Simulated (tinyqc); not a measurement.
Interpolating the pair or each band alone: Wannier functions of a composite (isolated) pair of valence bands (bonds of an sp chain).

Each atom has a hybrid pointing left (<) and right (>). H(k): diagonal +V3 on A, -V3 on B; <A<|A>> = -V1a, <B<|B>> = -V1b, <A>|B<> = -V2, <B>|A<> = -V2p exp(ik); k in 1/a, Bloch sums with exp(ikR). The two lowest bands are filled. Trial functions in cell 0: g1 = cos(c) A> + sin(c) B<, and g2 = sin(c) B> + cos(c) A< of cell 1, whose Bloch vector has cos(c) exp(-ik) on A<. Projection A_mn = <psi_m|g_n>, S = A^+ A, Loewdin U = A S^(-1/2), Bloch-like states w_n = sum_m psi_m U_mn, H_W(k) = U^+ diag(E) U. P = sum_m |psi_m><psi_m| is free of phase choices, and S = g^+ P g, w = P g S^(-1/2).

Inputs chosen for the exercise: V2 = 3.35 eV (coupling in the bond A-B inside the cell); V2p = 3.69 eV (coupling in the bond to the next cell); V1a = 1.5 eV (coupling of the two hybrids on A); V1b = 0.92 eV (the same on B); V3 = 1.72 eV (A at +V3, B at -V3); c = 65 degrees (trial bonds cos(c) on A, sin(c) on B).

Largest error on 25 points from 0 to pi. Pair: diagonalise the Hermitian part of sum_R exp(ikR) H(R) over the N cells nearest the origin, with H(R) the mean of exp(-ikR) H_W(k) on the mesh k = 2 pi j/N. Alone: the cosine series of each sorted band on the same mesh.

Errors (meV):

| N | pair | each band alone |
|---|---|---|
| 3 | 11.48789 | 144.03982 |
| 4 | 2.87813 | 35.49308 |
| 6 | 0.09046 | 12.33000 |
| 8 | 0.00476 | 4.79597 |
| 10 | 0.00026 | 2.36706 |
| 14 | 0.00000 | 0.57015 |

Give the missing row, N = 5.

Computed row:
```
N     pair  each band alone
5  0.42675         48.48195
```

smallest spacing of the two filled bands = 0.5412 eV

At N = 6 the pair errs by 0.090 meV and the single bands by 12; at N = 10, 0.00026 against 2.4. Both fall exponentially: the pair at a rate tied to the gap to the empty bands (5.42 eV), the single bands at a slower one tied to their own spacing (0.541 eV at the closest). Not every column falls at every step, since even meshes hold k = pi and odd ones do not.

Program tinyqc; command `OMP_NUM_THREADS=1 python tinyqc.py 1451276 1451277 out.jsonl`; about 0.2 s on one thread of a shared Intel(R) Xeon(R) Processor @ 2.30GHz.
